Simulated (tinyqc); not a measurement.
Mass and degeneracy from charge and saturation current.

Question. At high drain voltage only states moving towards the drain are filled: n = (N0/2) F_0(eta), N0 = gv m kB T/(pi hbar^2), F_0(x) = ln(1 + exp x), and I = q (N0/2) vT F_(1/2)(eta) per width, vT = sqrt(2 kB T/(pi m)), F_(1/2)(x) = (2/sqrt(pi)) int_0^infinity u^(1/2)/(1 + exp(u - x)) du. Find eta and m.

Values chosen for this exercise:
- T = 300 K (temperature)
- gv = 1 (valley degeneracy)

Constants: q = 1.602176634e-19 C, kB = 1.380649e-23 J/K, hbar = 1.054571817e-34 J s, m0 = 9.1093837015e-31 kg. Results are converted to the units shown.

n = 1.9850811e12 cm^-2
I = 1176.0334 uA/um

Solution. The mass drops out of I^2/(q^2 n) = gv (kB T)^2 F_(1/2)^2/(pi^2 hbar^2 F_0), which rises with eta and so fixes it; n then gives m.

eta = 5.300
m = 0.06930 m0

tinyqc, about 0.01 s, one thread, Intel Xeon 2.30GHz (shared host): `OMP_NUM_THREADS=1 python tinyqc.py 2400043 2400044 out.jsonl`
